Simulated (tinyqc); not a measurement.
Inside a calculation. Method: tight binding, honeycomb lattice. One step of it, computed by the program tinyqc.

Problem. Bloch Hamiltonian at K. H_AB = -t1 (1 + exp(-i k.a1) + exp(-i k.a2)); H_AA = delta - 2 t2 sum cos(k.b + phi), H_BB = -delta - 2 t2 sum cos(k.b - phi), b = a1, a2 - a1, -a2.

Parameters chosen for this model:
```
parameter     value                        unit
t1         1.140000                 eV, nearest
t2         0.280000       eV, second neighbours
phi        1.000000  rad, phase of t2 (Haldane)
delta      0.220000          eV, +/- on A and B
```

k point K (fractions of the reciprocal vectors): 0.333333  0.666667

Give: H(k) at K.

Solution.

H(k) at K (eV):
```
        A        B
A  1.8981   0.0000
B  0.0000  -0.9904
```
